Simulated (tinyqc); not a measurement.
Worked calculation: tunnelling through a thin dielectric with one trap, as a tight-binding chain. Values are carried at full precision from step to step, so a last printed digit may differ when a step is redone from the rounded ones.

Hopping -t everywhere, t = c/(m a^2), c = hbar^2/2m0; lead sites at 2t (band bottom 0), barrier sites 1 to N at 2t + phi, and site j has U besides. No voltage. Leads give S = -t exp(ika) on sites 1 and N, cos(ka) = 1 - E/(2t). T = (2 t sin(ka))^2 |G_1N|^2, G = (E - H - S)^-1. In the barrier cosh(q a) = 1 + (phi - E)/(2t).

Constants: hbar^2/2m0 = 3.80998211 eV angstrom^2; hbar = 6.58211957e-16 eV s.

Values chosen for the exercise (barrier and mass of the size used for SiO2 on silicon; the results hold for these values, not for the real material):
```
symbol  value  unit      meaning
a       2.5    angstrom  site spacing
m       0.44   m0        mass, the same in leads and barrier
phi     3.24   eV        conduction edge of the barrier above that of the leads
U       -3.27  eV        extra energy on the trap site
E       1.64   eV        electron energy
N       7                barrier sites
j       3                site of the trap
```

## Scales

Form t, ka, q a, and the level of the trap in an endless barrier, Eb = phi + 2t - sqrt(4 t^2 + U^2).

t = 1.3854 eV
ka = 1.15039 rad
q a = 1.02868
Eb = 1.7248 eV

## The matrix E - H - S

Fill it in.

E - H - S (eV):
```
                 1        2        3        4        5        6
1  -3.8054+1.2648i   1.3854   0.0000   0.0000   0.0000   0.0000
2           1.3854  -4.3709   1.3854   0.0000   0.0000   0.0000
3           0.0000   1.3854  -1.1009   1.3854   0.0000   0.0000
4           0.0000   0.0000   1.3854  -4.3709   1.3854   0.0000
5           0.0000   0.0000   0.0000   1.3854  -4.3709   1.3854
6           0.0000   0.0000   0.0000   0.0000   1.3854  -4.3709
7           0.0000   0.0000   0.0000   0.0000   0.0000   1.3854

                 7
1           0.0000
2           0.0000
3           0.0000
4           0.0000
5           0.0000
6           1.3854
7  -3.8054+1.2648i
```

## Transmission

Invert the matrix; T = (2 t sin(ka))^2 |G_1N|^2.

first row of G (1/eV): -0.3407-0.1954i  -0.3923-0.2258i  -0.8971-0.5168i  -0.3205-0.1849i  -0.1141-0.06656i  -0.03939-0.02506i  -0.01018-0.01251i

T = 0.001665

Without the trap T is 2.02e-06: the trap changes it by a factor 824 at this energy.

## The resonance

Resonance: the lowest eigenvalue of H + S(E), iterated until its real part equals E (40 rounds from Eb = phi + 2t - sqrt(4t^2 + U^2), the level in an endless barrier). With v the normalised squared amplitudes of that state, Gamma_L = 2 t sin(ka) v_1, Gamma_R = 2 t sin(ka) v_N; Breit-Wigner T = Gamma_L Gamma_R/((E - Er)^2 + (Gamma_L + Gamma_R)^2/4).

Find Er, the two widths, the peak height 4 Gamma_L Gamma_R/(Gamma_L + Gamma_R)^2 and the escape time hbar/(Gamma_L + Gamma_R).

Er = 1.7305 eV

widths (meV): left 31.53, right 0.5717

peak height = 0.06996
escape time = 20.5 fs

squared amplitudes: 0.0123  0.1007  0.7675  0.1035  0.0139  0.0018  0.0002

The nearby leads move the level 5.8 meV above its value in an endless barrier. The trap is closer to the left lead, which takes 98.2 % of the escapes.

## Checks

- T at Er from the chain against the Breit-Wigner peak: 0.0699 against 0.0700.
- T without trap against the closed form for a lattice barrier: both 2.019e-06.

(tinyqc, `OMP_NUM_THREADS=1 python tinyqc.py 1450316 1450317 out.jsonl`, Intel(R) Xeon(R) Processor @ 2.30GHz, 1 thread, shared host, about 0.04 s.)
